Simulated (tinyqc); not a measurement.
Hueckel theory of the pi electrons, for the molecule [CH2+]c1ccc(O)c(F)c1 (SMILES; centres numbered as the heavy atoms are written), step by step. One step of it, computed by the program tinyqc.

Task: Energy, charges, bond orders. E = sum n x; q_r = z_r - P_rr; bond order p = P_rs; free valence = sqrt(3) - sum of p over the bonds of the atom.

x values: 3.203814  2.432828  1.930106  1.051026  0.924105  -0.044842  -1.029546  -1.334204  -2.133287

occupations: 2.000000  2.000000  2.000000  2.000000  2.000000  0.000000  0.000000  0.000000  0.000000

charge and bond-order matrix P, lower triangle:
```
           1C         2C         3C         4C         5C         6O        7C         8F
1C   0.485924
2C   0.665303   1.008872
3C   0.270760   0.506063   0.873113
4C  -0.159239  -0.017489   0.728942   1.028681
5C  -0.288248  -0.201626   0.138079   0.595259   0.824373
6O   0.145781   0.060963  -0.087838  -0.126175   0.311694   1.911114
7C  -0.159012  -0.011739  -0.265039   0.034711   0.582267  -0.119829  0.996565
8F   0.034743  -0.007078   0.053404  -0.018237  -0.083817   0.016827  0.160911   1.973924
9C   0.252189   0.506291  -0.152489  -0.265266   0.169712  -0.097318  0.723760  -0.117600

          9C
9C  0.897434
```

Centres:
```
centre  z_r, pi electrons of the neutral centre         h
1C                                            1  0.000000
2C                                            1  0.000000
3C                                            1  0.000000
4C                                            1  0.000000
5C                                            1  0.000000
6O                                            2  2.000000
7C                                            1  0.000000
8F                                            2  3.000000
9C                                            1  0.000000
```

Bonds:
```
i  j         k
1  2         1
2  3         1
3  4         1
4  5         1
5  6  0.800000
5  7         1
7  8  0.700000
7  9         1
9  2         1
```

Give: pi energy = 10 alpha + this times beta; pi charges; Bond orders and lengths from R = 1.517 - 0.180 p; free valence of the carbons; gap between the highest filled and the next level.

Result:

pi energy = 10 alpha + this times beta = 19.0838

pi charges: 1C 0.5141, 2C -0.0089, 3C 0.1269, 4C -0.0287, 5C 0.1756, 6O 0.0889, 7C 0.0034, 8F 0.0261, 9C 0.1026

Bond orders and lengths from R = 1.517 - 0.180 p (angstrom, C-C alone):
```
bond       p       R
1-2   0.6653  1.3972
2-3   0.5061  1.4259
3-4   0.7289  1.3858
4-5   0.5953  1.4099
5-6   0.3117       -
5-7   0.5823  1.4122
7-8   0.1609       -
7-9   0.7238  1.3867
9-2   0.5063  1.4259
```

free valence of the carbons: 1C 1.0667, 2C 0.0544, 3C 0.4970, 4C 0.4078, 5C 0.2428, 7C 0.2651, 9C 0.5020

gap between the highest filled and the next level = 0.9689 |beta|
